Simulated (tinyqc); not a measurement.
Worked calculation: composition and strain of an epitaxial Si(1-x)Ge(x) layer from Raman and X-ray peaks. Computed by tinyqc, a small Python program that keeps every step. Command: `OMP_NUM_THREADS=1 python tinyqc.py 3005053 3005054 out.jsonl epiraman walk`. One thread of a shared host (Intel(R) Xeon(R) Processor @ 2.30GHz), about 0.01 s of CPU time with the checks. Intermediate numbers are printed to about 6 digits and carried at full precision; extremes and crossings named in words are read from the listed rows.

A (001) layer, biaxially strained in the plane. The Raman peaks follow empirical lines omega = w0 + c1 x + c3 x^3 + b eps (c3 for Si-Ge alone), with eps the in-plane strain.

Inputs (values chosen for the exercise, modelled on silicon-germanium):

| quantity | value | unit |
|---|---|---|
| Ge fraction x | 0.1 | - |
| degree of relaxation R | 0.15 | - |
| lattice constant of Si | 5.431 | angstrom |
| lattice constant of Ge | 5.658 | angstrom |
| bowing B | 0.025 | angstrom |
| 2 C12/C11 of Si | 0.768 | - |
| 2 C12/C11 of Ge | 0.759 | - |
| Si-Si: w0 | 520.5 | 1/cm |
| Si-Si: c1 | -65.7 | 1/cm |
| Si-Si: strain coefficient b | -743 | 1/cm |
| Si-Ge: w0 | 400.1 | 1/cm |
| Si-Ge: c1 | 24.9 | 1/cm |
| Si-Ge: c3 | -32.5 | 1/cm |
| Si-Ge: strain coefficient b | -590 | 1/cm |
| Ge-Ge: w0 | 280.5 | 1/cm |
| Ge-Ge: c1 | 18.9 | 1/cm |
| Ge-Ge: strain coefficient b | -428 | 1/cm |
| uncertainty of a Raman peak | 0.3 | 1/cm |
| X-ray wavelength | 1.540598 | angstrom |

Substrate: germanium. Pair of peaks used: Si-Si and Si-Ge.

## Lattice constants and strain

Relaxed lattice constant a(x) = a_Si + (a_Ge - a_Si) x - B x (1 - x). In-plane constant a_par = a_sub + R (a(x) - a_sub); eps = a_par/a(x) - 1; eps_perp = -(2 C12/C11) eps with 2 C12/C11 linear in x; a_perp = a(x) (1 + eps_perp).

relaxed constant a(x) = 5.45145 angstrom

substrate constant a_sub = 5.658 angstrom

a_par = 5.62702 angstrom

in-plane strain eps = 32.2057 per mille

strain along the normal = -24.7050 per mille

a_perp = 5.31677 angstrom

The layer is under tension in the plane and is shortened along the normal. Caution: strains above 2 % survive only in layers a few nanometres thick, and the linear relations lose accuracy.

## Raman peaks

Insert x and eps in the three lines; the strain part is b eps.

Si-Si peak = 490.001 1/cm

Si-Ge peak = 383.556 1/cm

Ge-Ge peak = 268.606 1/cm

strain parts (1/cm): Si-Si -23.9288, Si-Ge -19.0013, Ge-Ge -13.7840

Read as unstrained, the Si-Si peak would give x = 0.464 in place of 0.1. Caution: near either end one of the like-atom peaks is weak, since its intensity follows the number of such bonds.

## X-ray (004) reflection

Bragg angle theta = arcsin(2 lambda/a) for (004), for the substrate with a_sub and the layer with a_perp; separation in arc seconds.

theta of the substrate = 32.9955 degree

theta of the layer = 35.4171 degree

separation, layer less substrate = 8717.56 arcsec

## Back from two peaks to composition and strain

Unknowns x and eps (per mille). Newton steps: J d = (measured - model), J = [d omega/dx, d omega/d eps] for the two peaks; start at x = 0.5, eps = 0; stop when |d| < 1e-9. The peaks are rounded to 0.001 per cm; R = (a(x)(1 + eps) - a_sub)/(a(x) - a_sub).

peaks used (1/cm): Si-Si 490.001, Si-Ge 383.556

Iterations:

| step | x | eps (per mille) | residual 1 (1/cm) | residual 2 (1/cm) |
|---|---|---|---|---|
| 0 | 0.500000 | 0.0000 | 2.351 | -2.49315e+01 |
| 1 | -0.008547 | 41.8043 | 0.000 | 8.33332e+00 |
| 2 | 0.099588 | 32.2424 | 0.000 | 3.13499e-02 |
| 3 | 0.100000 | 32.2059 | 0.000 | 1.64994e-06 |
| 4 | 0.100000 | 32.2059 | 0.000 | 0 |

recovered x = 0.0999999

recovered eps = 32.2059 per mille

recovered R = 0.15

## Which pair of peaks is best

For each pair invert J = [d omega/dx, d omega/d eps] at the true x. Independent errors of the given size in both peaks give sigma_x and sigma_eps = uncertainty x (norm of the rows of the inverse of J).

Error propagation:

| pair | det J | sigma_x | sigma_eps (per mille) |
|---|---|---|---|
| Si-Si and Si-Ge | 56.5393 | 0.00503417 | 0.371002 |
| Si-Si and Ge-Ge | 42.1623 | 0.00610112 | 0.486438 |
| Si-Ge and Ge-Ge | 0.9111 | 0.240004 | 10.0394 |

The pair Si-Si and Si-Ge fixes x best (sigma_x = 0.0050) and Si-Ge and Ge-Ge worst (0.24), a factor 48. Strain moves all peaks the same way, so a good pair needs different ratios of composition slope to strain coefficient, best of opposite sign; the slopes here are -65.7, 23.9 and 18.9 per cm for Si-Si, Si-Ge and Ge-Ge. Errors in the coefficients themselves are not counted.

## Relaxation at fixed composition

(004) Bragg angle theta = arcsin(2 lambda/a), with a = a_perp for the layer and a_sub for the substrate; separation = layer less substrate. The apparent x is the one that a fully strained layer (R = 0) would need to give the same a_perp.

Signatures:

| R | eps (per mille) | Si-Si (1/cm) | Ge-Ge (1/cm) | a_perp (angstrom) | (004) separation (arcsec) | apparent x if R = 0 is assumed |
|---|---|---|---|---|---|---|
| 0.00 | 37.8890 | 485.778 | 266.174 | 5.29301 | 9376.92 | 0.100000 |
| 0.15 | 32.2057 | 490.001 | 268.606 | 5.31677 | 8717.56 | 0.164171 |
| 0.30 | 26.5223 | 494.224 | 271.038 | 5.34054 | 8065.54 | 0.227423 |
| 0.50 | 18.9445 | 499.854 | 274.282 | 5.37223 | 7207.38 | 0.310395 |
| 0.70 | 11.3667 | 505.485 | 277.525 | 5.40392 | 6361.73 | 0.391886 |
| 0.85 | 5.6834 | 509.707 | 279.958 | 5.42768 | 5735.53 | 0.452081 |
| 1.00 | 0.0000 | 513.930 | 282.390 | 5.45145 | 5116.08 | 0.511519 |

Full relaxation moves the Si-Si peak by +28.15 per cm and shrinks the X-ray separation to 55 % of its strained value, about 1/(1 + 2 C12/C11). A symmetric reflection alone cannot part x from R: a relaxed layer read as strained gives x = 0.512 in place of 0.1. An asymmetric reflection or a second peak is needed.

Checks made by the program: recovered composition (relative difference 8e-07).
